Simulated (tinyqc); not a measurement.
Inversion-layer mobility, back-scattering and ballistic limit of a field-effect transistor: one step, computed by the program tinyqc.

The charge at the top of the source barrier is fixed by the gate; series resistance and short-channel effects are left out. F_j are Fermi integrals normalised to exp(eta) in the classical limit.

Problem. Ballistic limit. F_j(eta) = (1/Gamma(j + 1)) int_0^infinity x^j/(1 + exp(x - eta)) dx, F_0 = ln(1 + exp(eta)). Integrals over x = E/(k_B T) use 160 Gauss-Legendre points in u = sqrt(x) from 0 to sqrt(max(eta, 0) + 32). Ballistic channel: N_2D = g_v m k_B T/(pi hbar^2), U = e V_D/(k_B T); eta_F solves N_inv = (N_2D/2)[F_0(eta_F) + F_0(eta_F - U)]; v_T = sqrt(2 k_B T/(pi m)); I/W = e (N_2D/2) v_T [F_1/2(eta_F) - F_1/2(eta_F - U)]; injection velocity v_T F_1/2(eta_F)/F_0(eta_F).

Inputs (values chosen for the exercise, modelled on a silicon p-channel):
```
quantity,value,unit
transport mass m,0.31,m_0
valley degeneracy g_v,1,-
drain voltage V_D,0.87,V
temperature T,300,K
```

Statistics at the top of the barrier: Fermi-Dirac.

inversion density N_inv = 4.427054e+12 1/cm^2

Constants: m_0 = 9.1093837015e-31 kg; k_B = 1.380649e-23 J/K; hbar = 1.054571817e-34 J s; k_B = 8.617333262e-05 eV/K; e = 1.602176634e-19 C.

Give: N_2D; eta_F; thermal velocity v_T; injection velocity; ballistic current I/W.

Solution.

N_2D = 3.348e+12 1/cm^2

eta_F = 2.571

thermal velocity v_T = 0.9663 1e7 cm/s

injection velocity = 1.362 1e7 cm/s

ballistic current I/W = 965.7 microampere/micrometre

Degeneracy raises the injection velocity by a factor 1.41.
